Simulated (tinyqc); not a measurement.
# Mobility and doping from two currents

Problem. A trap-free film with injecting contacts is fitted, with diffusion neglected, by J = q mu N V/Lf + (9/8) eps0 eps_r mu V^2/Lf^3. Find mu, N and the voltage at which both terms are equal.

Parameters, values chosen for the exercise:
```
symbol,value,unit,meaning
eps_r,12.9,,relative permittivity
Lf,300,nm,film thickness
```

Constants: q = 1.602176634e-19 C, eps0 = 8.8541878128e-14 F/cm where lengths are in cm. Results are converted to the units shown.

J at 2.2 and 10 V (A/cm^2): 2678.1048  25908.041

Answer. J/V is a straight line in V: the slope gives mu and the intercept mu N.

mu = 3.70 cm^2/(V s)
N = 4.20e16 cm^-3
crossover voltage = 4.71 V

tinyqc, about 6 s, one thread, Intel Xeon 2.30GHz (shared host): `OMP_NUM_THREADS=1 python tinyqc.py 2730146 2730147 out.jsonl`
